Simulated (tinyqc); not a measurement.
Coherent transport through a tight-binding region between two chains, step by step. Computed by tinyqc, a small Python program that keeps every step. Settings: temperature = 77, mu = 0.29. Command: `OMP_NUM_THREADS=1 python tinyqc.py 20575 20576 out.jsonl` (the two numbers bound the seeds that draw the settings). One thread of a shared host (Intel(R) Xeon(R) Processor @ 2.60GHz), about 0.09 s of CPU time with the checks.

## Transmission at E = 0.79 eV

H of the central region (eV), lower triangle:
```
           1          2          3         4
1   0.590000
2  -1.090000  -0.680000
3   0.000000  -0.810000   0.230000
4   0.000000   0.000000  -1.030000  0.140000
```

Leads: semi-infinite chains with site energy 0:
```
parameter                           value
lead hopping t (eV)              2.050000
coupling to the left lead (eV)   0.280000
coupling to the right lead (eV)  1.320000
left contact site                       1
right contact site                      4
```

E = 0.790000 eV

Surface Green function g = (E - i sqrt(4 t^2 - E^2)) / (2 t^2); self-energy tc^2 g on each contact site; G = (E - H - Sigma)^(-1); Gamma = -2 Im Sigma; T = Gamma_L Gamma_R |G_LR|^2; local density of states -Im G_ii / pi.

g = 0.093992-0.478664i 1/eV

G (1/eV), lower triangle:
```
                     1                    2                   3                    4
1  -1.367078-1.017644i
2   1.123993+0.226911i  -0.190826-0.078799i
3  -0.200191+0.957622i   0.068349-0.162344i  0.145353-0.994027i
4  -0.775075-0.699093i   0.112907+0.150233i  0.838097+0.668111i  -0.544455-0.481389i
```

local density of states (1/eV): 0.323926  0.025082  0.316409  0.153231

transmission = 0.136396

## Transmission across the band

The same steps on a grid of energies.

T(E):
```
E (eV)              T
-3.89500000  4.55e-07
-3.50550000  3.22e-06
-3.11600000  0.000015
-2.72650000  0.000075
-2.33700000  0.000499
-1.94750000  0.008221
-1.55800000  0.091892
-1.16850000  0.027092
-0.77900000  0.036366
-0.38950000  0.042183
0.00000000   0.036291
0.38950000   0.047516
0.77900000   0.131110
1.16850000   0.351147
1.55800000   0.233607
1.94750000   0.009068
2.33700000   0.000763
2.72650000   0.000115
3.11600000   0.000023
3.50550000   4.65e-06
3.89500000   6.36e-07
```

levels of the isolated region (eV): -1.690365  -0.598805  0.987111  1.582059

## Current

I = (2e/h) int T(E) [f(E - mu - V/2) - f(E - mu + V/2)] dE at 77 K with mu = 0.29 eV, the bias not changing H; 2e^2/h = 77.48092 microsiemens; the integral runs over the band on 4001 points.

Current:
```
V (volt)  I (microampere)
0.010000         0.032315
0.050000         0.161667
0.100000         0.323918
0.200000         0.652554
0.400000         1.344323
0.800000         3.055086
```
